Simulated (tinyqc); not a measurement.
What each parameter does: temperature and isotope dependence of a band gap in oscillator models.

E(T) = E0 - sum_i sl_i th_i n_i(T), n = 1/(exp(th/T) - 1). The same coupling lowers the gap at 0 K by the zero-point term ZP = sum_i sl_i th_i/2, so the gap of the static lattice is E0 + ZP. Thermal expansion is taken as part of the slopes.

Values chosen for the exercise (near those of InP; the results hold for these values, not for the real material):

| symbol | value | unit | meaning |
|---|---|---|---|
| E0 | 1.417 | eV | gap at 0 K |
| th | (128, 320) | K | temperatures of two oscillators |
| sl | (0.1578, 0.2092) | meV/K | their high-temperature slopes |
| T | 77 | K | temperature |

Gap at T, slope -sum sl_i (th_i/T)^2 n_i (1 + n_i) and ZP.

One parameter was then changed.

Results before and after:

| case | E(T) (eV) | dE/dT (meV/K) | ZP (meV) |
|---|---|---|---|
| base | 1.4112 | -0.1844 | 43.57 |
| changed | 1.4022 | -0.2591 | 43.57 |

Which of these changes was made? (a) E0 = 1.427 eV; (b) T = 117 K; (c) sl = (0.2051, 0.2092) meV/K; (d) th = (128, 384) K.

Answer: (b) T = 117 K. Of the candidates, run in turn, only this one gives the changed row.

All candidates:

| case | E(T) (eV) | dE/dT (meV/K) | ZP (meV) |
|---|---|---|---|
| base | 1.4112 | -0.1844 | 43.57 |
| T = 117 K | 1.4022 | -0.2591 | 43.57 |
| E0 = 1.427 eV | 1.4212 | -0.1844 | 43.57 |
| th = (128, 384) K | 1.4117 | -0.1620 | 50.27 |
| sl = (0.2051, 0.2092) meV/K | 1.4098 | -0.2222 | 46.60 |

Computed by tinyqc, a small Python program: `OMP_NUM_THREADS=1 python tinyqc.py 1880836 1880837 out.jsonl` (the numbers bound the seed that draws the inputs); one thread of a shared host (Intel(R) Xeon(R) Processor @ 2.30GHz), about 0.01 s for the whole set of steps.
